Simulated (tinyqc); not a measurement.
Plasmons of a degenerate electron gas in the random-phase approximation, step by step. Values are carried at full precision from step to step, so a last printed digit may differ when a step is redone from the rounded ones.

Zero temperature, parabolic band: kF = (3 pi^2 n)^(1/3), EF = c kF^2/m, Ep^2 = 8 pi c e2 n/(m eb), qTF^2 = 6 pi e2 n/(eb EF), c = hbar^2/2m0, e2 = e^2/(4 pi eps0), n in 1/angstrom^3 (1e-24 per 1/cm^3).

Constants: hbar^2/2m0 = 3.80998211 eV angstrom^2; e^2/(4 pi eps0) = 14.39964547 eV angstrom; a0 (Bohr radius) = 0.5291772105 angstrom.

Parameters, chosen for this exercise (mass and background constant near those of InP; polar phonons, which mix with the plasmon in the real crystal, and the rise of the mass with filling are left out; not measured data): n = 3.7e+18 1/cm^3 (electron density); m = 0.08 m0 (mass); eb = 9.31 (background dielectric constant); q = 0.0113 1/angstrom (wave vector); E = 30.7 meV (energy transfer); qp = 0.00623 1/angstrom (wave vector of the plasmon).

## Scales of the gas

Also rs = (3/(4 pi n))^(1/3) m/(a0 eb).

kF = 0.047849 1/angstrom
EF = 109.04 meV
Ep = 82.763 meV
qTF = 0.031453 1/angstrom
hbar vF = 4.5576 eV angstrom
rs = 0.651

Ep/EF = 0.759. With rs below 1 the random-phase approximation is within its range. Ep lies within a factor 2 of the LO phonon of such a crystal (about 43 meV), so the real modes are coupled plasmon-phonon branches.

## The dielectric function at one point

Lindhard function: eps(q, E)/eb = 1 + (qTF/q)^2 (f1 + i f2) with z = q/(2 kF), u = E/(hbar vF q), hbar vF = 2 c kF/m; f1 = 1/2 + [h(z - u) + h(z + u)]/(8 z), h(x) = (1 - x^2) ln|(x + 1)/(x - 1)|; f2 = pi u/2 for z + u < 1, (pi/(8 z))(1 - (z - u)^2) for |z - u| < 1 < z + u, else 0. Pairs exist for c (q^2 - 2 q kF)/m < E < c (q^2 + 2 q kF)/m.

E in eV is E/1000. Give also the loss function Im(-eb/eps).

z, u: [0.1181, 0.5961]

f1, f2: [0.5790, 0.9364]

eps/eb = 5.486+7.255i
loss function = 0.088

The point lies inside the pair continuum, so eps has an imaginary part.

## The plasmon at one wave vector

Solve f1 (qTF/q)^2 = -1 above the continuum, and compare with E^2 = Ep^2 + (3/5)(hbar vF q)^2 + (c q^2/m)^2.

top of the continuum = 30.24 meV
plasmon energy = 85.70 meV
short formula = 85.66 meV

The plasmon lies 55.45 meV above the continuum and 3.5 % above Ep; the short formula errs by -0.05 %.

## Where Landau damping starts

Find qc at which the plasmon meets the top of the continuum, eps(qc, c (qc^2 + 2 qc kF)/m) = 0, and compare with Ep/(hbar vF).

qc = 0.02271 1/angstrom
qc/kF = 0.475
energy there = 128.1 meV
Ep/(hbar vF) = 0.01816 1/angstrom

The simple estimate is 0.799 times qc.

## Checks

- F-sum of the loss function at q = 1.3 qc over (pi/2) Ep^2 against 1: both 1.00.
- f1 at E = 0 and z = 0.6 against the static Lindhard function: both 0.86968.

Computed by tinyqc, a small Python program: `OMP_NUM_THREADS=1 python tinyqc.py 1650636 1650637 out.jsonl` (the numbers bound the seed that draws the inputs); one thread of a shared host (Intel(R) Xeon(R) Processor @ 2.30GHz), about 0.01 s for the whole set of steps.
